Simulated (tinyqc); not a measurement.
Worked calculation: plane-wave Kohn-Sham cycle with exchange-only LDA in a layered model solid. One step of it, computed by the program tinyqc.

Problem. Iteration 1: levels at that k. Diagonalise the Hermitian matrix.

H (hartree):
```
,-3,-2,-1,+0,+1,+2,+3
-3,1.238998,-0.300000,0.000000,0.000000,0.000000,0.000000,0.000000
-2,-0.300000,0.360607,-0.300000,0.000000,0.000000,0.000000,0.000000
-1,0.000000,-0.300000,-0.166428,-0.300000,0.000000,0.000000,0.000000
+0,0.000000,0.000000,-0.300000,-0.342106,-0.300000,0.000000,0.000000
+1,0.000000,0.000000,0.000000,-0.300000,-0.166428,-0.300000,0.000000
+2,0.000000,0.000000,0.000000,0.000000,-0.300000,0.360607,-0.300000
+3,0.000000,0.000000,0.000000,0.000000,0.000000,-0.300000,1.238998
```

Give: eigenvalues.

Solution.

eigenvalues (hartree): -0.724  -0.313  0.013  0.409  0.465  1.337  1.338
